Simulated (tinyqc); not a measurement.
Barrier height: exchange-split free-electron bands and tunnelling magnetoresistance.

Majority and minority bands E = c k^2/m -/+ Dx/2, c = hbar^2/2m0, so k_up = sqrt(m (EF + Dx/2)/c), k_dn = sqrt(m (EF - Dx/2)/c); n_s = k_s^3/(6 pi^2), D_s = m k_s/(4 pi^2 c).

Barrier: kappa = sqrt(mb phi/c), c = hbar^2/2m0. With a = k1/m, b = k2/m, w = kappa/mb, the transmission at normal incidence is T(k1, k2) = 4 a b w^2/[w^2 (a + b)^2 + (w^2 + a^2)(w^2 + b^2) sinh^2(kappa d)]. Parallel: G_P = T(up, up) + T(dn, dn); antiparallel: G_AP = 2 T(up, dn); TMR = (G_P - G_AP)/G_AP. Julliere: TMR = 2 P^2/(1 - P^2). Slonczewski factor: P_eff = P_k (w^2 - a_up a_dn)/(w^2 + a_up a_dn), P_k = (k_up - k_dn)/(k_up + k_dn).

Constants: hbar^2/2m0 = 3.80998211 eV angstrom^2.

Values chosen for the exercise: EF = 4.2 eV (Fermi energy above the mean band bottom); Dx = 5.74 eV (exchange splitting); m = 0.93 m0 (mass in the electrodes); mb = 0.47 m0 (mass in the barrier); d = 12.5 angstrom (barrier thickness).

Results:
```
phi (eV)  w (1/angstrom)    P_eff  TMR (%)       G_P
0.20               0.334  -0.3047    19.10    0.0710
0.40               0.473  -0.2329    11.33    0.0200
0.70               0.625  -0.1492     4.56   0.00399
1.0                0.747  -0.0852     1.47   0.00101
1.5                0.915  -0.0064     0.01  0.000144
2.0                1.057   0.0501     0.50  2.71e-05
3.0                1.294   0.1259     3.22  1.58e-06
4.0                1.495   0.1744     6.27  1.41e-07
6.0                1.830   0.2328    11.46  2.37e-09
10                 2.363   0.2890    18.22  3.53e-12
```

What does the comparison show?

P_eff vanishes where w^2 = a_up a_dn, at phi = 1.55 eV, inside the table; the lowest TMR listed is 0.01 % at 1.5 eV. TMR is 19.1 % at the lowest barrier and 18.2 % at the highest, against 37.0 % for Julliere with P_k; P_eff tends to +P_k for very high barriers and to -P_k for very low ones. G_P falls by 10.3 decades.

Computed by tinyqc, a small Python program: `OMP_NUM_THREADS=1 python tinyqc.py 1680017 1680018 out.jsonl` (the numbers bound the seed that draws the inputs); one thread of a shared host (Intel(R) Xeon(R) Processor @ 2.30GHz), about 0.01 s for the whole set of steps.
